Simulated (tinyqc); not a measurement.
# n-type polysilicon, carrier trapping at grain boundaries: effects of single changes

One-dimensional grains of size Lg, uniform ionised doping N, monovalent traps Qt at each boundary at a depth Et below (for electrons) or above (for holes) the band edge there, abrupt depletion of width W on each side of a boundary, Boltzmann statistics. xi is the distance from the band edge at the grain centre to the Fermi level. Trapped charge Qt/(1 + exp((xi + VB - Et)/Vt)) = 2 N W, barrier VB = q N W^2/(2 eps0 eps_r).

Parameters, values chosen for the exercise; values of the order met in polycrystalline silicon: temperature T = 300 K; relative permittivity eps_r = 11.7; conduction-band density of states at T NB = 2.8e19 cm^-3; grain size Lg = 89 nm; trap density of a grain boundary Qt = 9.7e11 cm^-2; depth of the trap level from the majority band edge at the boundary Et = 0.32 eV; mass for thermionic emission ms = 0.39 m0; correction factor of the emission rate fe = 1; mobility inside the grains mug = 180 cm^2/(V s); doping N = 3.5e17 cm^-3.

Constants: q = 1.602176634e-19 C, kB = 1.380649e-23 J/K, m0 = 9.1093837015e-31 kg, Vt = kB T/q, eps0 = 8.8541878128e-14 F/cm where lengths are in cm. Results are converted to the units shown.

Each table varies one quantity; the others keep the values above.

## Effect of the doping

If the trap equation with xi = Vt ln(NB/N) has a root W < Lg/2, the grain is partly depleted; otherwise W = Lg/2 and the trap equation gives xi = Et - VB + Vt ln(Qt/(N Lg) - 1). N* = Qt/Lg. n0 = NB exp(-xi/Vt); mean density n0 (1 - 2 W/Lg) by charge balance in a partly depleted grain, and n0 (sqrt(pi)/2) erf(u)/u with u = sqrt(VB/Vt) in a fully depleted one; v = sqrt(kB T/(2 pi ms m0)); barrier resistivity Vt exp(VB/Vt)/(q fe n0 v Lg); grain resistivity (1 - 2 W/Lg)/(q n0 mug); effective mobility 1/(q mean density total resistivity). Rows with xi above 0.45 V, towards mid-gap, are left out, since the other carrier type is ignored.

Results:
```
N (cm^-3),N/N*,depleted share 2 W/Lg,VB (V),xi (V),mean density (cm^-3),resistivity (ohm cm),effective mobility (cm^2/(V s))
5.4e15,0.04955,1.000,0.008269,0.3881,7.639e12,685.0,1193
1.1e16,0.1009,1.000,0.01684,0.3597,2.080e13,318.1,943.3
2.4e16,0.2202,1.000,0.03675,0.3159,9.311e13,126.4,530.1
5.1e16,0.4679,1.000,0.07810,0.2452,1.069e15,40.60,143.8
1.1e17,1.009,0.8667,0.1265,0.1432,1.466e16,5.154,82.62
2.2e17,2.019,0.4895,0.08071,0.1253,1.123e17,0.5145,108.0
4.7e17,4.312,0.2316,0.03862,0.1057,3.611e17,0.09657,179.0
9.9e17,9.084,0.1101,0.01836,0.08640,8.810e17,0.03982,177.9
4.4e18,40.37,0.02477,0.004134,0.04784,4.291e18,0.008808,165.1
```

Estimate the missing row, N = 2.1e18 cm^-3.

Computed row:
```
N (cm^-3),N/N*,depleted share 2 W/Lg,VB (V),xi (V),mean density (cm^-3),resistivity (ohm cm),effective mobility (cm^2/(V s))
2.1e18,19.27,0.05190,0.008660,0.06696,1.991e18,0.01846,169.8
```

With this row back in the table: As N goes from 5.4e15 to 4.4e18, VB goes from 0.00827 through a maximum of 0.127 (at N = 1.1e17 among the rows listed) to 0.00413 V, the resistivity falls from 685 to 0.00881 ohm cm and the effective mobility moves up and down between 82.6 and 1190 cm^2/(V s). The steepest fall of the resistivity among the rows, as N^(-3.3), lies between N = 1.1e17 and 2.2e17 cm^-3; N* = 1.09e17 cm^-3. While the grain is fully depleted VB grows as N; once the traps are full it falls as 1/N. For N = 4.4e18 xi is under 2.5 Vt, where Boltzmann statistics begin to fail. For N = 5.4e15, 1.1e16, 9.9e17, 2.1e18, 4.4e18 VB is below Vt, where abrupt depletion and thermionic emission are rough. For N = 1.1e17 the grain is near the changeover between partial and full depletion, within a few Debye lengths, where both limits are rough. For N = 5.4e15, 1.1e16, 2.4e16 the effective mobility exceeds mug, since drift through the depleted part of the grain is left out.

## Effect of the grain size

Same model as above.

N* = Qt/Lg.

Effect of the grain size:
```
Lg (nm),N/N*,depleted share 2 W/Lg,VB (V),xi (V),mean density (cm^-3),resistivity (ohm cm),effective mobility (cm^2/(V s))
10,0.3608,1.000,0.006766,0.3280,7.946e13,563.0,139.5
17,0.6134,1.000,0.01955,0.2885,3.172e14,117.8,167.0
31,1.119,0.8918,0.05171,0.1133,3.787e16,0.2659,619.8
53,1.912,0.5216,0.05171,0.1133,1.674e17,0.1967,189.6
94,3.392,0.2941,0.05171,0.1133,2.471e17,0.1541,163.9
160,5.773,0.1728,0.05171,0.1133,2.895e17,0.1314,164.1
290,10.46,0.09533,0.05171,0.1133,3.166e17,0.1169,168.6
500,18.04,0.05529,0.05171,0.1133,3.306e17,0.1094,172.5
```

Read the table: what changes, and by how much?

As Lg goes from 10 to 500, VB rises from 0.00677 to 0.0517 V, the resistivity falls from 563 to 0.109 ohm cm and the effective mobility moves up and down between 140 and 620 cm^2/(V s). For Lg = 10, 17 VB is below Vt, where abrupt depletion and thermionic emission are rough. For Lg = 31 the grain is near the changeover between partial and full depletion, within a few Debye lengths, where both limits are rough. For Lg = 31, 53 the effective mobility exceeds mug, since drift through the depleted part of the grain is left out.

Program tinyqc, `OMP_NUM_THREADS=1 python tinyqc.py 2830057 2830058 out.jsonl`; Intel Xeon 2.30GHz, shared host, one thread, about 0.01 s.
